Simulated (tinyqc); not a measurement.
Metal-interlayer-semiconductor contact, depinning against tunnelling resistance: one step of the calculation.

Zero bias, n-type semiconductor. Gap states at the semiconductor surface thin out as exp(-be ti), which unpins the barrier; electrons must then cross the interlayer (a rectangular barrier, no voltage drop across it) and the parabolic depleted layer, both by WKB. Energies E are counted from the Fermi level; no image force, parabolic bands.

Problem. Pinning, barrier and scales. S = 1/(1 + (1/S0 - 1) exp(-be ti)); phiB = S (phiM - chi) + (1 - S)(Eg - E0); xi = Ec - EF deep inside, from Nd = Nc F(-xi/Vt), F(x) = (2/sqrt(pi)) int_0^infinity sqrt(u) du/(1 + exp(u - x)); band bending U = phiB - xi; E00 = (hbar/2) sqrt(Nd/(eps0 eps_r mt m0)) in volts; A = 4 pi q mA m0 kB^2/h^3.

Values chosen for this exercise; semiconductor values close to those of silicon; interlayer mass of the order of that in titanium dioxide, offset chosen freely:

| symbol | value | unit | meaning |
|---|---|---|---|
| T | 300 | K | temperature |
| Eg | 1.08 | eV | band gap |
| eps_r | 12 |  | relative permittivity |
| chi | 4.07 | eV | electron affinity |
| Nc | 2.8e19 | cm^-3 | conduction-band density of states at T |
| mt | 0.188 | m0 | tunnelling mass in the semiconductor |
| mA | 2.05 | m0 | Richardson mass |
| Nd | 2.2e20 | cm^-3 | donor density |
| E0 | 0.37 | eV | charge-neutrality level above the valence band |
| S0 | 0.28 |  | pinning factor without interlayer |
| phiM | 4.17 | eV | metal work function |
| ti | 0.5 | nm | interlayer thickness |
| be | 5 | 1/nm | decay constant of gap states through the interlayer |

Constants: q = 1.602176634e-19 C, kB = 1.380649e-23 J/K, eps0 = 8.8541878128e-12 F/m, hbar = 1.054571817e-34 J s, h = 6.62607015e-34 J s, m0 = 9.1093837015e-31 kg, Vt = kB T/q. Results are converted to the units shown.

Wanted: S; phiB; xi; U; E00; A.

Solution.

S = 0.8257
phiB = 0.2063 eV
xi = -0.1187 eV
U = 0.3250 eV
E00 = 0.1833 eV
A = 246.4 A/(cm^2 K^2)

Range of the model: The depletion charge would drop about 0.070 V across such an interlayer (eps_r near 40) at ti = 0.5 nm and Nd = 2.2e20 cm^-3, against a band bending of 0.33 V; this model leaves that drop out.

Computed by the program tinyqc: `OMP_NUM_THREADS=1 python tinyqc.py 2270036 2270037 out.jsonl`, one thread of a shared Intel Xeon 2.30GHz, about 0.03 s for the whole run.
